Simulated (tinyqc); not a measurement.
Composition of the layer: band edges of strained Si(1-x)Ge(x) on relaxed Si(1-y)Ge(y).

Values are linear in the Ge fraction but for ED(x) = linear - CD x (1 - x) and a(x) = linear - Ca x (1 - x). Energies are on the common scale of Ev.

Coherent growth on a (110) face: e_par = (a(y) - a(x))/a(x), e_perp = -(C11 + 3 C12 - 2 C44)/(C11 + C12 + 2 C44) e_par; exx = eyy = (e_par + e_perp)/2, ezz = e_par, exy = (e_perp - e_par)/2, eyz = ezx = 0.

A valley with unit axis u lies at Ev + gap + (av + a_valley) tr(e) + Xu (u.e.u - tr(e)/3); the Delta axes are x, y, z and the L axes [111], [1-1-1], [-11-1], [-1-11]. The second-order shift of the Delta valleys under shear is left out; it lowers the pair normal to the sheared plane by tens of meV at a shear of 1 %.

Valence edges: Ev plus the levels of the 6 x 6 matrix of X, Y, Z times spin with -Dso/3 + l exx + m (eyy + ezz) on the diagonal (cyclic), n exy off it, l = av + 2 b, m = av - b, n = sqrt(3) d. Spin-orbit term (Dso/3) L.sigma on X, Y, Z with (L_k)_ij = -i epsilon_kij: <X+|H|Y+> = -i Dso/3, <X+|H|Z-> = Dso/3, <Y+|H|Z-> = -i Dso/3, <Z+|H|X-> = -Dso/3, <Z+|H|Y-> = i Dso/3, <X-|H|Y-> = i Dso/3, and their conjugates; + and - are the spin along z.

Parameters, chosen for this exercise (end members near Si and Ge, in this order; shifted at random, so the results belong to these values and not to a real crystal): a = (5.429, 5.66) angstrom (lattice constant); Dso = (0.044, 0.292) eV (spin-orbit splitting); av = (2.45, 1.24) eV (valence hydrostatic potential); b = (-2.1, -2.54) eV (tetragonal shear potential); d = (-4.84, -5.25) eV (trigonal shear potential); C11 = (164.5, 129.5) GPa; C12 = (64, 48.4) GPa; C44 = (80.1, 67.3) GPa; Ev = (0, 0.7) eV (top of the unstrained valence band); ED = (1.145, 0.919) eV (gap to the Delta valleys); EL = (2.007, 0.745) eV (gap to the L valleys); aD = (1.76, 1.18) eV (hydrostatic potential of the Delta gap); aL = (-3.09, -2.54) eV (hydrostatic potential of the L gap); XuD = (9.08, 9.68) eV (uniaxial potential, Delta); XuL = (16.61, 15.64) eV (uniaxial potential, L); CD = 0.179 eV (bowing of the Delta gap); Ca = 0 angstrom (bowing of the lattice constant); face = 110 (growth face); y = 0 (Ge fraction of the relaxed buffer).

The buffer is kept. dEc = Ec(buffer) - Ec(layer), dEv = Ev(layer) - Ev(buffer); buffer edges Ev(y) and Ev(y) + min(ED, EL). The digit behind Delta or L counts whole valleys.

Results:
```
x     e_par (%)  lowest valleys  gap (eV)  next valleys above (meV)  valence splitting (meV)  dEc (eV)  dEv (eV)
0.08      -0.34          Delta2     1.076                        23                       21     0.011     0.058
0.16      -0.68          Delta2     1.009                        46                       36     0.019     0.117
0.24      -1.01          Delta2     0.945                        70                       49     0.023     0.177
0.31      -1.30          Delta2     0.892                        90                       60     0.023     0.230
0.39      -1.63          Delta2     0.833                       113                       72     0.020     0.292
0.47      -1.96          Delta2     0.777                       136                       84     0.013     0.355
0.55      -2.29          Delta2     0.724                       159                       96     0.002     0.419
```

The gap is 1.076 eV in the first row and 0.724 eV in the last. The lowest valleys are Delta2 throughout. Per 0.1 of x the valence offset moves by +77 meV on average; the conduction offset lies between +2 and +23 meV, not monotonically. Both carriers sit on one side in every row. Offsets below about 30 meV are within the spread of parameter sets, so those rows do not settle the type. Strains above 2 % can be kept only in layers of a few nanometres.

Run: tinyqc, `OMP_NUM_THREADS=1 python tinyqc.py 1050699 1050700 out.jsonl`; Intel(R) Xeon(R) Processor @ 2.30GHz, one thread, shared host; about 0.01 s of CPU time with all checks.
